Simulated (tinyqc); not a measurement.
Hot electrons in a saturated n-channel MOSFET, lucky-electron model: two steps of the calculation.

Beyond pinch-off the lateral field grows as Esat cosh(y/l) over the velocity-saturated region (pseudo-two-dimensional model). Impact ionisation in this region gives the substrate current, which biases the body forward through Rsub. Currents are per width. Local-field laws: they overstate ionisation when the field peak is narrower than an energy relaxation length.

Parameters, values chosen for the exercise; values close to those of silicon n-channel devices: channel length L = 0.8 um; oxide thickness tox = 17 nm; junction depth xj = 320 nm; threshold VT = 0.43 V; effective mobility mu = 330 cm^2/(V s); saturation velocity vs = 8.8e6 cm/s; ionisation prefactor Ai = 2e6 1/cm; ionisation field Bi = 1.64 MV/cm; resistance of the lightly doped drain Rd = 0 ohm um; substrate resistance Rsub = 3400 ohm um; fall of VT per volt of forward body bias kb = 0.23; drain voltage Vd = 4.1 V; gate voltage Vg = 1.7 V.

Constants: eps0 = 8.8541878128e-14 F/cm where lengths are in cm. Results are converted to the units shown.

Problem 1. Length and field scales. Cox = 3.9 eps0/tox, l = sqrt(3 tox xj), Esat = 2 vs/mu.

Find: Cox; l; Esat; Esat L.

Solution 1.

Cox = 0.2031 uF/cm^2
l = 127.7 nm
Esat = 0.05333 MV/cm
Esat L = 4.267 V

Problem 2. Body bias from the substrate current. Cox = 3.9 eps0/tox. Overdrive g = Vg - VT + kb Vb; Vdsat = g Esat L/(g + Esat L); Id = Cox vs (g - Vdsat); dV = Vd - Id Rd - Vdsat; Em = sqrt((dV/l)^2 + Esat^2); Isub = Id (Ai/Bi) l Em exp(-Bi/Em). Vb(new) = Rsub Isub.

Vb at the start = 0 V
l = 127.74976 nm
Esat = 0.053333333 MV/cm

Find: Vdsat; Id; dV; Em; Isub; Vb after iteration 1.

Solution 2.

Vdsat = 0.97869 V
Id = 52.072 uA/um
dV = 3.1213 V
Em = 0.25008 MV/cm
Isub = 0.28788 uA/um
Vb after iteration 1 = 9.7880e-4 V

Numbers from tinyqc (`OMP_NUM_THREADS=1 python tinyqc.py 2550159 2550160 out.jsonl`; about 0.01 s on one thread of a shared Intel Xeon 2.30GHz).
